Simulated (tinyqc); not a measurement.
Ion-assisted plasma etching: sheath, surface coverage, synergy and aspect-ratio dependence: one step, computed by the program tinyqc.

Radicals adsorb on bare sites; ions remove covered sites with a high yield and bare sites by sputtering; a slow spontaneous reaction acts everywhere, walls included.

Question. Open-field etch rate. Steady coverage: s G_n (1 - theta) = x Y G_i theta; removal flux = Y G_i theta + Y_p G_i (1 - theta) + k_c G_n; rate = flux/N, 1 cm/s = 6e8 nm/min. Lateral rate = k_c G_n/N; anisotropy = 1 - lateral/vertical; synergy = vertical/(ions alone + radicals alone), with ions alone Y_p G_i/N and radicals alone the lateral rate.

Inputs (values chosen for the exercise, close to those used for silicon in a halogen plasma):

| quantity | value | unit |
|---|---|---|
| gas temperature T_g | 500 | K |
| sticking coefficient s | 0.35 | - |
| radicals per removed unit x | 2 | - |
| spontaneous reaction probability k_c | 3e-05 | - |
| solid density N | 5e+22 | 1/cm^3 |

Feature: round hole.

yield Y = 4.456186

sputter yield Y_p = 0.2639189

ion flux G_i = 5.392097e+15 1/(cm^2 s)

radical flux G_n = 6.962547e+17 1/(cm^2 s)

Give: coverage theta; vertical rate; lateral rate; anisotropy; synergy.

Answer.

coverage theta = 0.83528

vertical rate = 243.91 nm/min

lateral rate = 0.25065 nm/min

anisotropy = 0.99897

synergy = 14.076

The surface is nearly saturated: ions limit the ion-assisted part. Caution: a sheath of several millimetres is collisional at usual pressures, which lowers the ion energy and widens the angles.
